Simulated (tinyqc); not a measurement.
Thickness of the outer barriers: quantum well in an electric field by finite differences.

Finite differences on points z_i at the centres of cells of width h: H_ii = (c/h^2)(1/m_(i-1/2) + 1/m_(i+1/2)) + V_i, H_(i,i+1) = -(c/h^2)/m_(i+1/2), where m_(i+1/2) is the mean of the masses at the two points (the end values are repeated outwards), psi = 0 on the points beyond both ends, c = hbar^2/2m0. The field adds e F (z - z0) with z0 the middle of the structure; 1 kV/cm = 1e-5 eV/angstrom.

Constants: hbar^2/2m0 = 3.80998211 eV angstrom^2.

Parameters, chosen for this exercise (out of a larger set: near those of a GaAs well in AlGaAs; not measured data): layers = ((60, 0.332, 0.101), (75, 0, 0.0683), (60, 0.332, 0.101)) (each layer: thickness in angstrom, band edge in eV, mass in m0); hf = 0.9375 angstrom (cell width of the fine grid).

Fine grid, zero field, both outer layers set to each thickness in turn.

Levels (eV):

| outer layers (angstrom) | E1 | E2 | E3 |
|---|---|---|---|
| 15.000 | 0.05185 | 0.20934 | 0.47310 |
| 30.000 | 0.04867 | 0.19265 | 0.40896 |
| 60.000 | 0.04842 | 0.19002 | 0.36932 |
| 120.000 | 0.04842 | 0.18996 | 0.34695 |
| 240.000 | 0.04842 | 0.18996 | 0.33688 |

Which of the three levels are properties of the well, and how thick must the outer layers be?

E1 is bound, and within 0.1 meV of the last row from 60 angstrom on. E2 is bound, and within 0.1 meV of the last row from 60 angstrom on. E3 lies above the barrier edge 0.332 eV and keeps falling (-10.1 meV in the last step): it is a state of the box.

Run: tinyqc, `OMP_NUM_THREADS=1 python tinyqc.py 1252658 1252659 out.jsonl`; Intel(R) Xeon(R) Processor @ 2.30GHz, one thread, shared host; about 0.02 s of CPU time with all checks.
